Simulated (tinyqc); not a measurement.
# Double-gate transistor below threshold, two-dimensional Poisson equation on a small mesh: several studies

Half of a symmetric double-gate structure: row 0 is the mid-plane of the body, where the normal field vanishes. Mobile charge is neglected (subthreshold), the body is fully depleted, and potentials are counted from the intrinsic level; rows run upward to the gate, columns from source to drain.

Values chosen for this exercise; semiconductor permittivity close to that of silicon: temperature T = 293 K; relative permittivity of the semiconductor eps_r = 11.6; relative permittivity of the insulator eox = 7.5; half the body thickness tb = 6 nm; insulator thickness tox = 1.6 nm; channel length L = 40 nm; acceptor density of the depleted body Na = 3.4e17 cm^-3; potential of the source Vbi = 0.49 V; gate offset Vfb = -0.03 V; gate voltage Vg = 0.05 V; drain voltage Vd = 1 V.

Constants: q = 1.602176634e-19 C, kB = 1.380649e-23 J/K, Vt = kB T/q, eps0 = 8.8541878128e-14 F/cm where lengths are in cm. Results are converted to the units shown.

Each table varies one quantity; the others keep the values above.

## Effect of the channel length

Mesh: rows i = 0..12 in the semiconductor (step hs = tb/12, row 12 on the interface), then 8 step(s) ho = tox/8 up to the gate row 20; columns j = 0..80 (step hy = L/80). Box integration, divided by eps0: up_i = eps hy/h of the interval above row i, dn_i = that of the interval below (0 for row 0), lat_i = (sum of eps h/2 over the intervals above and below)/hy, s_i = -q Na w_i hy/eps0 with w_i the semiconductor height of the box (hs/2 for row 0 and the interface row, hs between, 0 in the insulator). Each free node obeys (up + dn + 2 lat) psi = up psi(above) + dn psi(below) + lat [psi(left) + psi(right)] + s. Fixed values: gate row Vg - Vfb; column 0 at Vbi and the last column at Vbi + Vd in the semiconductor, each running linearly to Vg - Vfb across the insulator. The system is solved directly. On row 0 the minimum of psi and its place come from a parabola through the three lowest nodes; barrier = Vbi - minimum, swing = Vt ln 10/(d psi/dVg), DIBL = (d psi/dVd)/(d psi/dVg) there. Lambda = pi/k with k the smallest positive root of tan(k tox) tan(k tb) = eox/eps_r.

Result of one run:
```
L (nm)  L/Lambda  barrier (V)  place y/L  swing (mV/decade)  DIBL (mV/V)
40         2.387       0.3831     0.4191              62.37        16.65
```

What becomes of these results when the channel length L is changed from 40 to 48 nm, all else the same?

Result of the changed run:
```
L (nm)  L/Lambda  barrier (V)  place y/L  swing (mV/decade)  DIBL (mV/V)
48         2.864       0.4064     0.4327              60.06        7.604
```

The whole series:
```
L (nm)  L/Lambda  barrier (V)  place y/L  swing (mV/decade)  DIBL (mV/V)
18         1.074       0.1060     0.2904              124.6        203.2
22         1.313       0.1964     0.3430              91.62        119.4
27         1.611       0.2796     0.3774              75.40        65.70
33         1.969       0.3423     0.4014              66.87        34.09
40         2.387       0.3831     0.4191              62.37        16.65
48         2.864       0.4064     0.4327              60.06        7.604
59         3.520       0.4199     0.4452              58.81        2.662
```

As L goes from 18 to 59 nm, the barrier rises from 0.106 to 0.420 V, the swing falls from 125 to 58.8 mV a decade and DIBL falls from 203 to 2.66 mV/V; the ideal swing is 58.1. L/Lambda goes from 1.1 to 3.5. Between the last two rows DIBL decays with a length of 10.5 nm; 2 Lambda/pi is 10.7 nm. At L = 18 nm the barrier is under 6 Vt, so mobile charge, neglected here, begins to count.

## Effect of the drain voltage

Same model as above.

Effect of the drain voltage:
```
Vd (V)  L/Lambda  barrier (V)  place y/L  swing (mV/decade)  DIBL (mV/V)
0.05       2.387       0.4018     0.4926              61.66        28.59
0.25       2.387       0.3969     0.4691              61.75        24.01
0.45       2.387       0.3927     0.4517              61.90        21.12
0.65       2.387       0.3889     0.4379              62.07        19.10
0.85       2.387       0.3855     0.4265              62.24        17.58
1.05       2.387       0.3823     0.4168              62.41        16.38
```

As Vd goes from 0.05 to 1.05 V, the barrier falls from 0.402 to 0.382 V, the swing rises from 61.7 to 62.4 mV a decade and DIBL falls from 28.6 to 16.4 mV/V; the ideal swing is 58.1. The barrier top moves from y/L = 0.493 to 0.417, towards the source.

## Choice of the relaxation factor

Mesh: rows i = 0..3 in the semiconductor (step hs = tb/3, row 3 on the interface), then 2 step(s) ho = tox/2 up to the gate row 5; columns j = 0..7 (step hy = L/7). Sweeps go row by row from row 0, left to right, psi(new) = psi + omega (t - psi) with t the value that solves the node equation for the newest neighbours; free nodes start at zero; stop when the largest change is below 1e-7 V.

Choice of the relaxation factor:
```
omega  sweeps
1          97
1.1        79
1.2        65
1.3        51
1.4        38
1.5        26
1.6        34
1.7        46
1.8        70
1.9       147
```

Gauss-Seidel (omega = 1) takes 97 sweeps; the fewest, 26, are at omega = 1.5, and omega = 1.9 takes 147. The Jacobi matrix of this mesh has spectral radius rho = 0.9329, so theory puts the best factor at 2/(1 + sqrt(1 - rho^2)) = 1.47.

tinyqc, about 0.2 s, one thread, Intel Xeon 2.30GHz (shared host): `OMP_NUM_THREADS=1 python tinyqc.py 2480111 2480112 out.jsonl`
